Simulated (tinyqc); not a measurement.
Absorption edge of a degenerate semiconductor, band filling against gap narrowing: approximations to the Fermi level.

n-type, parabolic bands, full ionisation. eta = (EF - Ec)/kB T solves N = Nc F12(eta), F12(x) = (2/sqrt(pi)) int_0^infinity sqrt(u)/(1 + exp(u - x)) du. The gap shrinks rigidly by dEg = a3 y^(1/3) + a4 y^(1/4) + a2 y^(1/2), y = N/1e18 cm^-3, an empirical law that is here taken as the true narrowing.

With u = N/Nc: Boltzmann ln u; Joyce-Dixon ln u + 0.353553 u - 4.95009e-3 u^2 + 1.48386e-4 u^3 - 4.42563e-6 u^4; degenerate limit (3 sqrt(pi) u/4)^(2/3). The Einstein ratio is D/(mu Vt) = F12/Fm, Fm(x) = dF12/dx = (1/sqrt(pi)) int_0^infinity u^(-1/2)/(1 + exp(u - x)) du.

Values chosen for this exercise:
- Nc = 5.65e17 cm^-3 (conduction-band density of states at 300 K, from me)

Result of one run:

| N/Nc | eta | Boltzmann | Joyce-Dixon | degenerate | D/(mu Vt) |
|---|---|---|---|---|---|
| 0.044248 | -3.1023 | -3.1179 | -3.1023 | 0.15125 | 1.0156 |

Which ionised donor density N gave this result: 2.5e16, 6.4e16, 1.7e17, 1.1e18 or 2.9e18 cm^-3?

N = 2.5e16 cm^-3.

The whole series:

| N (cm^-3) | N/Nc | eta | Boltzmann | Joyce-Dixon | degenerate | D/(mu Vt) |
|---|---|---|---|---|---|---|
| 2.5e16 | 0.044248 | -3.1023 | -3.1179 | -3.1023 | 0.15125 | 1.0156 |
| 6.4e16 | 0.11327 | -2.1380 | -2.1779 | -2.1380 | 0.28304 | 1.0399 |
| 1.7e17 | 0.30088 | -1.0951 | -1.2010 | -1.0951 | 0.54286 | 1.1055 |
| 4.3e17 | 0.76106 | -0.0067677 | -0.27304 | -0.0067680 | 1.0078 | 1.2635 |
| 1.1e18 | 1.9469 | 1.3368 | 0.66624 | 1.3368 | 1.8850 | 1.6539 |
| 2.9e18 | 5.1327 | 3.3373 | 1.6356 | 3.3369 | 3.5974 | 2.6035 |
| 7.5e18 | 13.274 | 6.6518 | 2.5858 | 6.6164 | 6.7780 | 4.6101 |
| 2e19 | 35.398 | 12.970 | 3.5667 | 9.5122 | 13.034 | 8.7326 |

Boltzmann is within 0.1 of eta up to N/Nc = 0.11, Joyce-Dixon within 0.01 up to 5.1, and the degenerate limit is off by 0.064 in the last row. The Einstein ratio rises from 1.02 to 8.73: degenerate carriers diffuse faster for the same mobility.

Range of the model: Band tails, non-parabolic bands and incomplete ionisation are left out.

tinyqc, about 0.01 s, one thread, Intel Xeon 2.30GHz (shared host): `OMP_NUM_THREADS=1 python tinyqc.py 2330005 2330006 out.jsonl`
